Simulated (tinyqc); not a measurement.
Worked calculation: one-electron ion in a basis of Gaussians. Computed by tinyqc, a small Python program that keeps every step. Settings: Z = 1, l = 2. Command: `OMP_NUM_THREADS=1 python tinyqc.py 26911 26912 out.jsonl` (the two numbers bound the seeds that draw the settings). One thread of a shared host (Intel(R) Xeon(R) Processor @ 2.60GHz), about 0.01 s of CPU time with the checks.

## Matrices over normalised Gaussians

exponents of r^l exp(-a r^2) (1/bohr^2): 0.001951  0.009658

Z = 1

l = 2

With p = a_i + a_j and I(k) = Gamma((k+1)/2) / (2 p^((k+1)/2)): S = I(2l+2), T = (2l+3) a_i a_j S / p, V = -Z I(2l+1), each divided by sqrt(S_ii S_jj).

S:
```
,1,2
1,1.000000,0.361681
2,0.361681,1.000000
```

T (hartree):
```
,1,2
1,0.006829,0.004109
2,0.004109,0.033803
```

V (hartree):
```
,1,2
1,-0.037592,-0.023452
2,-0.023452,-0.083640
```

## Generalised eigenproblem

H = T + V (hartree):
```
,1,2
1,-0.030764,-0.019342
2,-0.019342,-0.049837
```

Solve H C = S C e through S^(-1/2); each column has its largest component positive (the first on a tie).

eigenvalues of S: 0.638319  1.361681

eigenvalues (hartree): -0.049923  -0.026710

coefficients:
```
,1,2
1,0.065422,1.070617
2,0.974476,-0.448215
```

For Z = 1 and l = 2 the exact lowest level is -Z^2/(2 n^2) with n = l + 1: -0.055556 hartree.
